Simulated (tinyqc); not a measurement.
What moves the results: periodic multilayer mirror for extreme ultraviolet light. A value that a table varies takes the place of the one given here.

s polarisation, vacuum above. q_j = sqrt(N_j^2 - sin^2 theta); interface r_jk = (q_j - q_k)/(q_j + q_k) exp(-2 (2 pi/lam)^2 q_j q_k sg^2) (Nevot-Croce; sg = 0 if not given); phase factor of a layer x_j = exp(4 pi i q_j d_j/lam). Each period has the spacer (thickness (1 - Gm) L) on top of the absorber (Gm L). In this recursion R is the amplitude; R in tables and results is the reflectance, its squared modulus. The substrate is of the spacer material. Starting with R = 0 in it, each interface upward gives R -> (r + R x)/(1 + r R x), x that of the layer below the interface (1 for the substrate).

Values chosen for the exercise (optical constants near those of Mo and Si at 13.5 nm; shifted at random, so the results belong to these values and not to a real crystal): lam = 13.5 nm (wavelength); dA = (0.0794, 0.0061) (delta and beta of the absorber, N = 1 - delta + i beta); dS = (0.0008, 0.00188) (delta and beta of the spacer and the substrate); L = 6.97 nm (period); Gm = 0.5 (absorber share of the period); theta = 6 degrees (angle from the normal); sg = 0 nm (interface roughness); Np = 10 (periods).

## Number of periods

The last column sets both beta to zero.

Reflectance:
```
periods      R  R without absorption
5        0.133                 0.150
10       0.361                 0.443
15       0.532                 0.683
20       0.631                 0.831
30       0.709                 0.956
40       0.729                 0.989
50       0.733                 0.997
60       0.734                 0.999
80       0.735                 1.000
100      0.735                 1.000
```

How do the results move?

R reaches 0.729 at 40 periods and 0.735 at 100; it stays within 0.01 of the last value from 40 periods on. Without absorption the last value is 1.000: absorption, not the count of layers, caps the mirror.

## Wavelength

The optical constants are held fixed.

Reflectance:
```
lam (nm)      R
12.9      0.298
13.0      0.328
13.1      0.350
13.2      0.365
13.3      0.371
13.4      0.370
13.5      0.361
13.6      0.345
13.7      0.322
13.8      0.292
13.9      0.256
14.0      0.216
14.1      0.174
14.2      0.133
14.3      0.094
```

What does this show, and why?

The largest value listed is 0.371 at 13.3 nm, against lam_B = 2 L Re(mean q) = 13.301 nm. R exceeds half of that from 12.9 to 14 nm of the wavelengths listed, at least 8.1 % of the wavelength; a chain of ten mirrors narrows it, since R^10 falls to half where R has lost only 7 %.

## Absorber share

For each Gm the period is set so that lam_B = 2 L Re(mean q) equals lam - 0.09 nm.

Results:
```
Gm    L (nm)      R
0.15   6.829  0.096
0.20   6.857  0.154
0.25   6.884  0.213
0.30   6.912  0.266
0.35   6.941  0.310
0.40   6.969  0.343
0.45   6.998  0.363
0.50   7.027  0.370
0.60   7.086  0.348
0.70   7.145  0.277
```

How do the results move?

The largest value listed is 0.370 at 0.5. The contrast of a period goes as sin(pi Gm) and is largest at 0.5, while the loss grows with Gm; R is 0.370 at 0.5, 0.266 at 0.3 and 0.277 at 0.7. Here R at 0.7 exceeds R at 0.3: light gathers less phase in the absorber, whose index is lower, so the curve leans to the side above 0.5, and with few periods the loss does not outweigh this.

## Angle of incidence

Results:
```
theta (degrees)  lam_B (nm)      R
0                    13.381  0.364
2                    13.372  0.364
4                    13.346  0.363
6                    13.301  0.361
8                    13.239  0.356
10                   13.160  0.345
12                   13.063  0.324
14                   12.948  0.291
16                   12.816  0.240
18                   12.667  0.172
20                   12.501  0.096
```

What can be read from the table?

lam_B = 2 L Re(mean q) falls with the angle, from 13.381 to 12.501 nm; the largest value listed is 0.364 at 0 degrees. R stays above 90 % of that value at 0, 2, 4, 6, 8 and 10 degrees, which bounds the cone of light that a mask or mirror with this period accepts.

## Tolerances

R of the mirror, and R^10 for a chain of ten such mirrors. Each row changes one parameter from the base and keeps the others.

Results:
```
case                         R      R^10
base                    0.3612  3.78e-05
L = 7.01 nm             0.3686  4.64e-05
Gm = 0.54               0.3529  3.00e-05
theta = 8 degrees       0.3559  3.26e-05
sg = 0.2 nm             0.3530  3.01e-05
dA = (0.0794, 0.00732)  0.3518  2.91e-05
lam = 13.55 nm          0.3540  3.09e-05
```

What does this show?

The largest shifts from the base row, up to three for each result and ties (the steps differ in size, so this ranks the rows, not the parameters). R: dA -0.0094, Gm -0.0083, sg -0.0082. R^10: dA -8.73e-06, L +8.56e-06, Gm -7.82e-06.

(tinyqc, `OMP_NUM_THREADS=1 python tinyqc.py 1681938 1681939 out.jsonl`, Intel(R) Xeon(R) Processor @ 2.30GHz, 1 thread, shared host, about 0.01 s.)
